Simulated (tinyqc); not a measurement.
From results back to parameters: six-band k.p model of the valence band of a wurtzite crystal. Five cases, with inputs chosen for the exercise.

Problem. In the quasi-cubic model the splittings of an unstrained wurtzite crystal obey (E1 - E2) + (E1 - E3) = Dcr + Dso and (E1 - E2)(E1 - E3) = (2/3) Dcr Dso. The two splittings are given, and it is known that Dcr < Dso.

Find: sum; product; Dcr; Dso.

Method. Dcr and Dso are the roots of t^2 - S t + (3/2) P = 0; the energies alone cannot tell which is which, since the formulas are symmetric in the two.

Case 1.

E1 - E2, E1 - E3 (meV): 6.4160  24.7840

Solution.

sum = 31.20 meV
product = 159.0 meV^2
Dcr = 13.4 meV
Dso = 17.8 meV

Case 2.

E1 - E2, E1 - E3 (meV): 26.4831  436.8169

Solution.

sum = 463.30 meV
product = 11568.3 meV^2
Dcr = 41.1 meV
Dso = 422.2 meV

Case 3.

E1 - E2, E1 - E3 (meV): 21.1784  447.3216

Solution.

sum = 468.50 meV
product = 9473.6 meV^2
Dcr = 32.6 meV
Dso = 435.9 meV

Case 4.

E1 - E2, E1 - E3 (meV): 16.2655  79.4345

Solution.

sum = 95.70 meV
product = 1292.0 meV^2
Dcr = 29.1 meV
Dso = 66.6 meV

Case 5.

E1 - E2, E1 - E3 (meV): 28.7731  437.7269

Solution.

sum = 466.50 meV
product = 12594.8 meV^2
Dcr = 44.8 meV
Dso = 421.7 meV

Computed by tinyqc, one run a case: `OMP_NUM_THREADS=1 python tinyqc.py N N+1 out.jsonl` with N = 1050126, 1050157, 1050265, 1050287, 1050305; one thread of a shared Intel(R) Xeon(R) Processor @ 2.30GHz, about 0.01 s a run at most.
